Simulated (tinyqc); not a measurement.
Comparisons within one model: special k points of the fcc lattice. A value that a table varies takes the place of the one given here.

Lattice vectors in units of a: a1 = (0, 1/2, 1/2), a2 = (1/2, 0, 1/2), a3 = (1/2, 1/2, 0); reciprocal vectors b_i with a_i . b_j = 2 pi delta_ij. Mesh: k = sum_i f_i b_i with f_i = (2 j_i + shift)/(2 N), j_i = 0 .. N-1. The point group of the lattice has 48 operations; only those that map the mesh onto itself are used.

A_m(k) = sum over the m-th star of lattice vectors R of cos(k . R), stars in order of length: m = 1: |R|^2 = 0.5, 12 vectors, such as (1, 0, 0) in the basis a_i; m = 2: |R|^2 = 1, 6 vectors, such as (1, 1, -1) in the basis a_i; m = 3: |R|^2 = 1.5, 24 vectors, such as (2, 0, -1) in the basis a_i; m = 4: |R|^2 = 2, 12 vectors, such as (2, 0, 0) in the basis a_i; m = 5: |R|^2 = 2.5, 24 vectors, such as (2, 1, -1) in the basis a_i; m = 6: |R|^2 = 3, 8 vectors, such as (3, -1, -1) in the basis a_i. The zone mean of every A_m is zero.

Test function, the lower band of a two-band insulator: E(k) = -sqrt(D^2 + (e0 - t A_1(k))^2).

Parameters, chosen for this exercise:
```
symbol  value  unit  meaning
D       2.1    eV    half gap term
t       0.24   eV    coupling
e0      1.04   eV    offset
N       6            points along each reciprocal vector
shift   1            half steps
```

## Mesh size and shift

Errors of the mean of E against the unshifted mesh with N = 24. The fifth column is |R|^2 of the shortest star with a non-zero mean.

Meshes:
```
mesh       points  irreducible  operations  |R|^2 missed  error (meV)
1 Gamma         1            1          48          0.50     -318.128
1 shifted       1            1          12          1.00      130.516
2 Gamma         8            3          48          2.00     -134.283
2 shifted       8            2          12          4.00       -4.787
3 Gamma        27            4          48          4.50        2.581
3 shifted      27            6          12          9.00        0.252
4 Gamma        64            8          48          8.00        0.262
4 shifted      64           10          12         16.00       -0.016
5 Gamma       125           10          48         12.50       -0.081
5 shifted     125           19          12           >16        0.001
6 Gamma       216           16          48           >16        0.010
6 shifted     216           28          12           >16        0.000
```

reference mean = -2.47393 eV

The shifted mesh has the smaller error for 6 of 6 values of N and the larger for 0. The cheapest mesh within 1 meV is 3 shifted, with 6 irreducible points. A mesh misses the lattice vectors N (n1 a1 + n2 a2 + ...); the half shift gives each the sign (-1)^(n1 + n2 + ...), so the 12 shortest ones add up to 0 in place of 12: they cancel. The shift lowers the symmetry; it leaves more irreducible points for N = 3, 4, 5 and 6; it leaves fewer irreducible points for N = 2.

## Gap and mesh density

D takes the values listed; errors against the unshifted mesh with N = 30, for unshifted meshes.

Errors (meV):
```
D (eV)  reference (eV)     N = 2  N = 4  N = 6   N = 8
0.2            -1.2359  -278.705  8.573  3.794  -2.007
0.4            -1.2983  -259.077  5.115  2.445  -0.661
0.8            -1.4955  -219.142  1.886  0.630  -0.073
1.5            -1.9812  -165.679  0.532  0.057  -0.003
2.5            -2.8240  -118.473  0.180  0.003   0.000
4.0            -4.2132   -80.695  0.059  0.000   0.000
```

The first listed N from which the error stays below 0.5 meV is none for D = 0.2, none for D = 0.4, 8 for D = 0.8, 6 for D = 1.5, 4 for D = 2.5, 4 for D = 4 eV. A larger D makes the function smoother, so its Fourier coefficients fall faster with |R|.

## One point for the whole zone

The mean-value (Baldereschi) point is taken at k = (2 pi/a) (0.6223, 0.2953, 0), that is f = (0.1477, 0.3111, 0.4588); the reference is the mesh with N = 24.

Single points:
```
point                     A_1     A_2     A_3     A_4   E (eV)
Gamma                  12.000   6.000  24.000  12.000  -2.7921
mean-value point        0.000   0.000  -4.405  -3.192  -2.3434
zone-face centre b1/2   0.000  -6.000   0.000  12.000  -2.3434
```

reference mean = -2.4739 eV

The mean-value point makes A_1 and A_2 vanish. Its error is +131 meV, against -318 meV at Gamma and +131 meV at b1/2. E is not linear in A_1; its powers hold sums of nearest vectors and a non-zero mean, so this point is not exact. A_1 has the same value at b1/2, and E depends on A_1 alone, so this test cannot tell the two points apart.

## What moves the zone average

Mean of E over the mesh, and its error against the unshifted mesh with N = 24. Each row changes one parameter from the base and keeps the others.

Results:
```
case          mean (eV)  error (meV)  irreducible points
base            -2.4739         0.00                  28
N = 7           -2.4739         0.00                  44
shift = 0       -2.4739         0.01                  16
D = 1.47 eV     -1.9580         0.00                  28
t = 0.312 eV    -2.5608         0.00                  28
```

The largest shifts from the base row, up to three for each result and ties (the steps differ in size, so this ranks the rows, not the parameters). mean (eV): D +0.5160, t -0.0868; unchanged at the printed digits by N and shift. error (meV): shift +0.01; unchanged at the printed digits by N, D and t. irreducible points: N +16, shift -12; unchanged at the printed digits by D and t.

Run: tinyqc, `OMP_NUM_THREADS=1 python tinyqc.py 1680082 1680083 out.jsonl`; Intel(R) Xeon(R) Processor @ 2.30GHz, one thread, shared host; about 0.1 s of CPU time with all checks.
